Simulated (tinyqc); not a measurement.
# Series resistance and length offset from two lengths at two overdrives

Problem. In strong inversion R W = Rsd + k(x)(L - dL), k(x) = (1 + th1 x)/(mu0 Cox x), x the overdrive, Cox = eps0 eox/tox, with Rsd and dL independent of x. Find dL, Rsd, mu0 and th1.

Parameters, values chosen for the exercise: relative permittivity of the gate insulator (close to hafnium oxide) eox = 22.4; insulator thickness tox = 5.7 nm.

Constants: eps0 = 8.8541878128e-14 F/cm where lengths are in cm. Results are converted to the units shown.

total resistance times width (ohm um):
```
                  L = 0.067 um  L = 0.45 um
overdrive 0.53 V    252.915513   1011.62852
overdrive 1.16 V    198.765575   593.629000
```

Answer. At each overdrive R W is a straight line in L; the two lines cross at L = dL, R W = Rsd. Their slopes give k x = (1 + th1 x)/(mu0 Cox), a straight line in x.

dL = 0.0100 um
Rsd = 140 ohm um
mu0 = 310 cm^2/(V s)
th1 = 0.250 1/V

Program tinyqc, `OMP_NUM_THREADS=1 python tinyqc.py 2210166 2210167 out.jsonl`; Intel Xeon 2.30GHz, shared host, one thread, about 0.01 s.
